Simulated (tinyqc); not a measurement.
Raising U: Hubbard ring of 6 sites, mean field against exact. Computed by the program tinyqc. Collinear unrestricted mean field (the lowest of 40 random starts) against exact diagonalisation.

one-body matrix (hopping and site energies) (eV):
```
         1        2        3        4        5        6
1   0.0000  -1.6100   0.0000   0.0000   0.0000  -1.6100
2  -1.6100   0.0000  -1.6100   0.0000   0.0000   0.0000
3   0.0000  -1.6100   0.0000  -1.6100   0.0000   0.0000
4   0.0000   0.0000  -1.6100   0.0000  -1.6100   0.0000
5   0.0000   0.0000   0.0000  -1.6100   0.0000  -1.6100
6  -1.6100   0.0000   0.0000   0.0000  -1.6100   0.0000
```

electrons, up and down: 3  3

Exact and mean-field results (eV):
```
U          U/t    E exact  E mean field  mean |n_up - n_down|  double occupancy, exact  first gap in the sector
0.810    0.503  -11.70608     -11.66500                 0.000                    0.233                    2.945
1.610    1.000  -10.62786     -10.46500                 0.000                    0.216                    2.667
3.220    2.000   -8.70923      -8.05000                 0.000                    0.181                    2.114
4.830    3.000   -7.13770      -5.87856                 0.554                    0.145                    1.624
6.440    4.000   -5.90662      -4.56648                 0.758                    0.111                    1.240
9.660    6.000   -4.26411      -3.13564                 0.891                    0.064                    0.781
12.880   8.000   -3.29749      -2.37847                 0.938                    0.039                    0.561
32.200  20.000   -1.37254      -0.96360                 0.990                    0.007                    0.219
```

Estimate the missing row, U = 19.32.

Computed row:
```
U          U/t   E exact  E mean field  mean |n_up - n_down|  double occupancy, exact  first gap in the sector
19.320  12.000  -2.25377      -1.59898                 0.972                    0.019                    0.365
```

In absolute terms mean field is worst at U/t = 4.0, 1.340 eV too high: at small U it is nearly exact, and at large U it misses only exchange-scale energies. Its local moments set in at U/t = 3.0 of those listed, a broken symmetry that the exact state of a finite cluster with equal spins does not have. Relative to the exact energy its error is 0.4 % at the smallest U, 30 % at most and 30 % at the largest. The double occupancy falls from 0.233 to 0.007; at the largest U the first gap is 0.68 times the exchange scale 4t^2/U.
